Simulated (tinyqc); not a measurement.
Trench capacitor in an array: capacitance, non-linearity, leakage and relaxation: two steps of the calculation.

A film between two metal electrodes, each interface adding a series capacitance ci. The small-signal permittivity is ek (1 + aq E^2); the field is found with the linear permittivity. Leakage J = J0 sinh(E/Ef). After a voltage step the film passes a relaxation current kr C V tt^(-nr), tt being the time in seconds. The sidewall is a coaxial capacitor with radii a = dm/2 - t and b = dm/2, depth AR dm; the end face is left out.

Values chosen for this exercise; permittivity of the order of that of silicon nitride:
- ek = 7.34 (relative permittivity of the film)
- t = 13 nm (film thickness)
- ci = 1000 uF/cm^2 (capacitance of each electrode interface (dead layer and screening))
- aq = 0.0012 cm^2/MV^2 (quadratic field coefficient of the permittivity)
- V = 0.9 V (bias)
- J0 = 4.7e-11 A/cm^2 (leakage prefactor)
- Ef = 0.38 MV/cm (field for an e-fold rise of the leakage)
- dm = 150 nm (diameter of the hole)
- AR = 70 (aspect ratio, depth over diameter)
- pt = 290 nm (pitch of the square array)
- rho = 270 uohm cm (resistivity of the inner electrode)

Constants: eps0 = 8.8541878128e-14 F/cm where lengths are in cm. Results are converted to the units shown.

Task 1. Planar capacitance, field and non-linearity. Planar film: Cf = eps0 ek/t, 1/C = 1/Cf + 2/ci, EOT = 3.9 eps0/C, effective permittivity C t/eps0, E = (V/t) C/Cf; quadratic coefficient [C(V)/C - 1]/V^2 with Cf (1 + aq E^2) in C(V).

Find: Cf; C; EOT; effective permittivity; E; quadratic coefficient; J.

Result 1.

Cf = 0.4999 uF/cm^2
C = 0.4994 uF/cm^2
EOT = 6.914 nm
effective permittivity = 7.333
E = 0.6916 MV/cm
quadratic coefficient = 707.9 ppm/V^2
J = 1.412e-10 A/cm^2

The interfaces take 0.0999 % of the voltage.

Task 2. Cell capacitance, fields and time constant. Per length 1/c = ln(b/a)/(2 pi eps0 ek) + (1/a + 1/b)/(2 pi ci); cell capacitance c AR dm; per footprint over pt^2; fields c V/(2 pi eps0 ek r) at r = a and b; resistance of the inner electrode rho AR dm/(pi a^2); time constant R C/3 of the distributed line.

Wanted: a; b; cell capacitance; capacitance per footprint; field at a; field at b; R; R C/3.

Result 2.

a = 62.000 nm
b = 75.000 nm
cell capacitance = 22.502 fF
capacitance per footprint = 26.756 uF/cm^2
field at a = 0.76182 MV/cm
field at b = 0.62977 MV/cm
R = 2.3476 kohm
R C/3 = 17.608 ps

The array gives 53.6 times the planar capacitance per footprint; curvature makes the field at the inner electrode 1.10 times the planar value.

Computed by the program tinyqc: `OMP_NUM_THREADS=1 python tinyqc.py 2102005 2102006 out.jsonl`, one thread of a shared Intel Xeon 2.30GHz, about 0.01 s for the whole run.
